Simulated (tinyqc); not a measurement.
Undoped symmetric double-gate MOSFET, analytic potential model: effect of the temperature.

An undoped body of thickness ts between two equal insulators and tied gates; long channel, electrons only, n = ni exp((psi - V)/Vt) with V the quasi-Fermi potential (0 at the source, Vd at the drain), constant mobility, no quantisation. Across the body psi(x) = V - 2 Vt ln[(ts/(2 beta)) sqrt(q ni/(2 eps0 eps_r Vt)) cos(2 beta x/ts)], x from the centre. Q is the electron charge per area of the whole body.

Nc and Nv are given at 300 K and scale as (T/300 K)^1.5; Eg and mu are held fixed. ni = sqrt(Nc Nv) exp(-Eg/(2 Vt)), Eg in volts; r = eps_r tox/(eox ts); V0 = dphi + 2 Vt ln[(2/ts) sqrt(2 eps0 eps_r Vt/(q ni))]. beta (between 0 and pi/2) solves (Vg - V0 - V)/(2 Vt) = ln(beta) - ln(cos beta) + 2 r beta tan(beta). Q = 8 eps0 eps_r Vt beta tan(beta)/ts; I = mu (1/L)(4 eps0 eps_r/ts)(2 Vt)^2 [g(beta_s) - g(beta_d)] per width, g = beta tan(beta) - beta^2/2 + r beta^2 tan^2(beta), with beta_s at V = 0 and beta_d at V = Vd.  I(low) is taken at Vg = 0.21 V, Qs and I(high) at Vg = 0.96 V.

Inputs (values chosen for the exercise); material values close to those of In0.53Ga0.47As: band gap Eg = 0.747 eV; relative permittivity of the semiconductor eps_r = 14; conduction-band density of states at the reference temperature Nc = 2.12e17 cm^-3; valence-band density of states at the reference temperature Nv = 7.59e18 cm^-3; relative permittivity of the gate insulator eox = 9.16; insulator thickness tox = 5.5 nm; body thickness ts = 25 nm; gate work function less that of the intrinsic body dphi = 0.13 V; channel mobility mu = 340 cm^2/(V s); gate length L = 1 um; drain voltage Vd = 0.05 V.

Constants: q = 1.602176634e-19 C, kB = 1.380649e-23 J/K, Vt = kB T/q, eps0 = 8.8541878128e-14 F/cm where lengths are in cm. Results are converted to the units shown.

Effect of the temperature:

| T (K) | V0 (V) | I(low) (nA/um) | Qs(high) (nC/cm^2) | I(high) (uA/um) |
|---|---|---|---|---|
| 220 | 0.47610 | 3.6091e-4 | 1124.2 | 17.974 |
| 250 | 0.47099 | 0.0030930 | 1115.0 | 17.834 |
| 280 | 0.46572 | 0.017131 | 1108.1 | 17.730 |
| 310 | 0.46031 | 0.069403 | 1103.1 | 17.659 |
| 340 | 0.45478 | 0.22294 | 1099.7 | 17.615 |
| 370 | 0.44913 | 0.59985 | 1097.8 | 17.595 |
| 400 | 0.44338 | 1.4050 | 1097.2 | 17.597 |
| 430 | 0.43753 | 2.9460 | 1097.7 | 17.617 |

As T goes from 220 to 430 K, I(low) rises from 3.61e-4 to 2.95 nA/um and I(high) goes from 17.97 through a minimum of 17.59 (at T = 370 K among the rows listed) to 17.62 uA/um. V0 falls from 0.476 to 0.438 V. In every row the surface density at the source at the higher gate voltage passes 0.3 Nc, where Boltzmann statistics fail. In every row the mobility is held fixed, though a real one changes with T.

tinyqc, about 0.01 s, one thread, Intel Xeon 2.30GHz (shared host): `OMP_NUM_THREADS=1 python tinyqc.py 2440091 2440092 out.jsonl`
